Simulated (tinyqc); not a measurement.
Inside a calculation. Method: CIS and TDHF on RHF in the 6-311g basis, for He, spin multiplicity 1. Computed by tinyqc, a small Python program that keeps every step (integrals from PySCF). Settings: charge = 0, multiplicity = 1, basis = 6-311g, method = RHF, energy threshold = 1e-10, iteration cap = 68, orthogonalisation = canonical, start = core, DIIS depth = 6, TDHF = 1. Command: `OMP_NUM_THREADS=1 python tinyqc.py 22482 22483 out.jsonl` (the two numbers bound the seeds that draw the settings). One thread of a shared host (Intel(R) Xeon(R) Processor @ 2.60GHz), about 0.04 s of CPU time with the checks. The early iterations of the SCF are left out here.

## One-electron integrals

Geometry (angstrom):
```
atom         x         y         z
He    0.000000  0.000000  0.000000
```

Basis 6-311g: exponents (1/bohr^2) and contraction coefficients of normalised primitives:
```
element  l (shell)   exponent  coefficient
He           s (1)  98.124300     0.028745
He           s (1)  14.768900     0.208061
He           s (1)   3.318830     0.837635
He           s (2)   0.874047     1.000000
He           s (3)   0.244564     1.000000
```

Overlap, kinetic and nuclear-attraction integrals over the contracted functions; the nuclear repulsion is the sum of Za Zb / Rab.

nuclear repulsion = 0 hartree

overlap S, lower triangle:
```
          1He 1s    1He 2s    1He 3s
1He 1s  1.000000
1He 2s  0.680472  1.000000
1He 3s  0.328596  0.751574  1.000000
```

kinetic energy T (hartree), lower triangle:
```
          1He 1s    1He 2s    1He 3s
1He 1s  6.857100
1He 2s  1.439474  1.311071
1He 3s  0.225603  0.430865  0.366846
```

nuclear attraction V (hartree), lower triangle:
```
           1He 1s     1He 2s     1He 3s
1He 1s  -7.306289
1He 2s  -3.464825  -2.983784
1He 3s  -1.535069  -1.793893  -1.578325
```

core Hamiltonian H = T + V (hartree), lower triangle:
```
           1He 1s     1He 2s     1He 3s
1He 1s  -0.449189
1He 2s  -2.025351  -1.672714
1He 3s  -1.309466  -1.363028  -1.211479
```

## Two-electron integrals

Functions are numbered as in S; the eight-fold symmetry (ij|kl) = (ji|kl) = (kl|ij) leaves the list below.

Two-electron integrals (ij|kl) in chemists' order, unique and non-zero (hartree):
```
(11|11) 2.395117   (21|11) 1.347337   (21|21) 0.798707   (22|11) 1.358411
(22|21) 0.863847   (22|22) 1.054927   (31|11) 0.614121   (31|21) 0.368625
(31|22) 0.406802   (31|31) 0.170715   (32|11) 0.842709   (32|21) 0.547009
(32|22) 0.700418   (32|31) 0.259418   (32|32) 0.476676   (33|11) 0.767030
(33|21) 0.510236   (33|22) 0.697580   (33|31) 0.244176   (33|32) 0.494732
(33|33) 0.558022
```

## Orthogonalisation

S = U s U^T; canonical form X = U s^(-1/2), so that X^T S X = 1. Each column of U has its largest component positive (the first on a tie).

eigenvalues of S: 0.135706  0.673445  2.190848

X:
```
                1          2         3
1He 1s  -1.102035   0.913172  0.353396
1He 2s   2.064207  -0.049328  0.437907
1He 3s  -1.376014  -0.805348  0.373888
```

## Iteration 6 (converged): orbitals

converged F (hartree), lower triangle:
```
           1He 1s     1He 2s     1He 3s
1He 1s   1.373498
1He 2s  -1.206232  -0.594454
1He 3s  -1.105840  -0.698399  -0.371933
```

Diagonalise F' = X^T F X, C = X C', fill 1 alpha and 1 beta electrons from the bottom; D = 2 C_occ C_occ^T. Each column has its largest component positive (the first on a tie).

F' = X^T F X (hartree), lower triangle:
```
           1         2          3
1   4.532472
2  -2.551452  2.582356
3  -0.303508  0.303105  -0.888720
```

orbital energies (hartree): MO1 -0.916871, MO2 0.829434, MO3 6.313546

coefficients C:
```
             MO1        MO2        MO3
1He 1s  0.263558  -0.137951  -1.443869
1He 2s  0.487487  -1.153994   1.698764
1He 3s  0.397446   1.427937  -0.696296
```

D after iteration 6, lower triangle:
```
          1He 1s    1He 2s    1He 3s
1He 1s  0.138926
1He 2s  0.256962  0.475287
1He 3s  0.209500  0.387499  0.315926
```

## Convergence

Stop when the energy changes by less than 1e-10 hartree and every element of the error matrix X^T (F D S - S D F) X is below 3e-06.

Course of the cycle:
```
iteration  E (hartree)     change  largest element of the error matrix
1          -2.74992593          -                             7.23e-01
2          -2.85857029  -1.09e-01                             5.21e-02
3          -2.85988350  -1.31e-03                             7.59e-03
4          -2.85989542  -1.19e-05                             6.61e-05
5          -2.85989542  -1.75e-09                             2.55e-07
6          -2.85989542  -1.47e-14                             1.27e-07
```

PySCF RHF in the same basis = -2.85989542 hartree

Converged in 6 iterations.

## Integrals over molecular orbitals

(pq|rs) = sum C_ip C_jq C_kr C_ls (ij|kl), one index at a time.

one-electron integrals over orbitals h = C^T H C (hartree), lower triangle:
```
           1          2         3
1  -1.943024
2   0.277318  -0.343196
3   0.173910  -0.333392  4.176135
```

Two-electron integrals over orbitals (pq|rs), unique and non-zero (hartree):
```
(11|11) 1.026153    (21|11) -0.277318   (21|21) 0.146549    (22|11) 0.659589
(22|21) -0.113630   (22|22) 0.506646    (31|11) -0.173910   (31|21) 0.125599
(31|22) -0.078781   (31|31) 0.216548    (32|11) 0.229495    (32|21) -0.120916
(32|22) 0.102674    (32|31) -0.148688   (32|32) 0.127591    (33|11) 1.176980
(33|21) -0.380997   (33|22) 0.727303    (33|31) -0.386668   (33|32) 0.380658
(33|33) 1.599956
```

## CIS matrix, singlets

A(ia,jb) = (e_a - e_i) d_ij d_ab + 2 (ia|jb) - (ij|ab).

CIS matrix A, singlet (hartree):
```
          1>2       1>3
1>2  1.379813  0.021703
1>3  0.021703  6.486534
```

## CIS singlet states

dipole integrals <i|r|a> (bohr):
```
            x         y         z
1>2  0.000000  0.000000  0.000000
1>3  0.000000  0.000000  0.000000
```

Diagonalise A (1 hartree = 27.211386 eV); each vector has its largest component positive (the first on a tie). The transition dipole is mu = sqrt2 sum c_ia <i|r|a>.

singlet excitation energies (eV): 37.544127  176.510085

lowest vectors:
```
       state 1   state 2
1>2   0.999991  0.004250
1>3  -0.004250  0.999991
```

oscillator strengths 2/3 w |mu|^2: 0.000000  0.000000

## TDHF (RPA) singlet states

B(ia,jb) = 2 (ia|jb) - (ib|ja); the squared energies are the eigenvalues of (A - B)(A + B); 1 hartree = 27.211386 eV.

TDHF matrix B, singlet (hartree):
```
          1>2       1>3
1>2  0.146549  0.125599
1>3  0.125599  0.216548
```

squared energies w^2 (hartree^2): 1.876916  42.003111

TDHF energies from the positive w^2 (eV): 37.279757  176.356470

## CIS matrix, triplets

A(ia,jb) = (e_a - e_i) d_ij d_ab - (ij|ab).

CIS matrix A, triplet (hartree):
```
           1>2        1>3
1>2   1.086715  -0.229495
1>3  -0.229495   6.053438
```

## CIS triplet states

Diagonalise A (1 hartree = 27.211386 eV); each vector has its largest component positive (the first on a tie).

triplet excitation energies (eV): 29.283092  165.010372

lowest vectors:
```
      state 1    state 2
1>2  0.998939  -0.046059
1>3  0.046059   0.998939
```

## TDHF (RPA) triplet states

B(ia,jb) = - (ib|ja); the squared energies are the eigenvalues of (A - B)(A + B); 1 hartree = 27.211386 eV.

TDHF matrix B, triplet (hartree):
```
           1>2        1>3
1>2  -0.146549  -0.125599
1>3  -0.125599  -0.216548
```

squared energies w^2 (hartree^2): 1.128007  36.702468

TDHF energies from the positive w^2 (eV): 28.900575  164.853548
